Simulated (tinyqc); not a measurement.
# Van der Pauw, Hall and four-point-probe measurements on a doped layer, step by step

Computed by the program tinyqc: `OMP_NUM_THREADS=1 python tinyqc.py 2850143 2850144 out.jsonl`, one thread of a shared Intel Xeon 2.30GHz, about 0.01 s for the whole run. Printed values are rounded.

A uniform p-type layer with sheet resistance Rs = 1/(q ns mu), point contacts, low field (mu B small).

Values chosen for this exercise: sheet density of the layer ns = 2.8e13 cm^-2; drift mobility mu = 130 cm^2/(V s); Hall factor rH = 1; magnetic field B = 2 T; current I = 1000 uA; side ratio a/b of a rectangular sample with corner contacts ar = 2.16; thickness of the layer t = 450 nm.

Constants: q = 1.602176634e-19 C. Results are converted to the units shown.

## Resistances and Hall voltage

Rs = 1/(q ns mu). For a rectangle with contacts at the corners, RA = (8 Rs/pi) sum_(k>=0) ln coth((2k + 1) pi a/(2 b)) with current along a short side b and voltage along the opposite one, RB the same with a and b exchanged; Hall voltage VH = rH B I/(q ns), negative for electrons.

Rs = 1714.70 ohm/square
RA = 9.86521 ohm
RB = 2195.38 ohm
VH = 44.5822 mV

RB/RA = 223; for a square both equal Rs ln 2/pi = 378 ohm.

## Starting value

z = 2 ln 2/(pi (RA + RB)), exact for RA = RB.

z at the start = 0.200101 mS

## Iteration 1: new z

The van der Pauw equation exp(-pi RA z) + exp(-pi RB z) = 1 is solved for z = 1/Rs: e1 = exp(-pi RA z), e2 = exp(-pi RB z), f = e1 + e2 - 1, f' = -pi (RA e1 + RB e2), z(new) = z - f/f'.

e1 = 0.993818
e2 = 0.251555
f = 0.245373
f' = -1.76578 kohm
z after iteration 1 = 0.339061 mS

## Iteration 2: new z

As before.

e1 = 0.989547
e2 = 0.0964721
f = 0.0860188
f' = -0.696036 kohm
z after iteration 2 = 0.462645 mS

## Course of the iteration

Stop when the step is below 1e-10 mS, or after 40 iterations.

Course of the iteration:
```
iteration  z before the step (mS)  step (mS)
1                        0.200101      0.139
2                        0.339061      0.124
3                        0.462645     0.0856
4                        0.548241     0.0317
5                        0.579928    3.24e-3
6                        0.583163    2.94e-5
7                        0.583192    2.40e-9
8                        0.583192          0
```

Converged in 8 iterations.

## Sheet density, mobility and bulk values

converged z = 0.583192 mS

Rs = 1/z; Hall sheet density B I/(q |VH|); Hall mobility |VH|/(Rs B I); true values ns = rH times the Hall density, mu = Hall mobility/rH; bulk density ns/t, resistivity Rs t; correction factor F = Rs/[(pi/ln 2)(RA + RB)/2].

Rs = 1714.70 ohm/square
Hall sheet density = 2.8e13 cm^-2
Hall mobility = 130 cm^2/(V s)
ns = 2.8e13 cm^-2
mu = 130 cm^2/(V s)
bulk density = 6.22222e17 cm^-3
resistivity = 0.0771615 ohm cm
F = 0.343113

Taking the mean of RA and RB without F would overstate Rs by 190 %.
